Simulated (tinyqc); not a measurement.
Resistance of a tapered via with liner, size effect and interface: two steps of the calculation.

A round via whose diameter grows from db at the bottom as D(z) = db + 2 z/tan(ang). The fill, of diameter D - 2 tl, starts above the bottom liner (thickness fb tl) and has rho = rho0 (1 + ks lam/(D - 2 tl)); the sidewall liner conducts in parallel with it. The bottom liner and the interface are crossed over the full area pi db^2/4. Spreading in the lines above and below is left out.

Parameters, values chosen for the exercise; fill metal close to molybdenum: diameter at the bottom db = 25 nm; height hv = 62 nm; sidewall angle ang = 86 degrees; bulk resistivity of the fill rho0 = 5.15 uohm cm; mean free path of the fill lam = 11.4 nm; size-effect factor ks = 0.6; liner on the sidewall tl = 0.3 nm; liner at the bottom over that on the sidewall fb = 0.7; resistivity of the liner rl = 390 uohm cm; interface resistivity at the bottom ri = 3.7e-12 ohm cm^2; ballistic conductance per area, about 3/(4 rho0 lam) Sb = 1.3e15 S/m^2.

Problem 1. Slices of the via. Slices between z0 = fb tl and hv, evaluated at their midpoints: conductance per length pi/4 [(D - 2 tl)^2/rho + (D^2 - (D - 2 tl)^2)/rl], slice resistance = slice height over that. 7 slices.

Find: z; D; rho; slice resistance.

Solution 1.

| slice | z (nm) | D (nm) | rho (uohm cm) | slice resistance (ohm) |
|---|---|---|---|---|
| 0 | 4.624 | 25.65 | 6.556 | 1.174 |
| 1 | 13.45 | 26.88 | 6.490 | 1.055 |
| 2 | 22.28 | 28.12 | 6.430 | 0.9539 |
| 3 | 31.11 | 29.35 | 6.375 | 0.8663 |
| 4 | 39.93 | 30.58 | 6.325 | 0.7901 |
| 5 | 48.76 | 31.82 | 6.278 | 0.7235 |
| 6 | 57.59 | 33.05 | 6.235 | 0.6650 |

Problem 2. Total resistance. R_fill = sum of the slices; R_bottom = rl fb tl/(pi db^2/4); R_interface = ri/(pi db^2/4); ballistic (Sharvin) limit 1/(Sb pi (db - 2 tl)^2/4); ideal cylinder rho0 hv/(pi db^2/4).

| slice | slice resistance (ohm) |
|---|---|
| 0 | 1.1736663 |
| 1 | 1.0553022 |
| 2 | 0.95385234 |
| 3 | 0.86625902 |
| 4 | 0.79012250 |
| 5 | 0.72353866 |
| 6 | 0.66498154 |

Give: parts; R; shares; ballistic limit; ideal cylinder.

Solution 2.

parts (ohm): fill 6.2277, bottom liner 1.6685, interface 0.75376
R = 8.6499 ohm
shares (%): fill 71.997, bottom liner 19.289, interface 8.714
ballistic limit = 1.6451 ohm
ideal cylinder = 6.5047 ohm

The fill is the largest part, and R is 1.33 times the ideal cylinder. With 2000 slices R = 8.6536 ohm.

Numbers from tinyqc (`OMP_NUM_THREADS=1 python tinyqc.py 2750121 2750122 out.jsonl`; about 0.01 s on one thread of a shared Intel Xeon 2.30GHz).
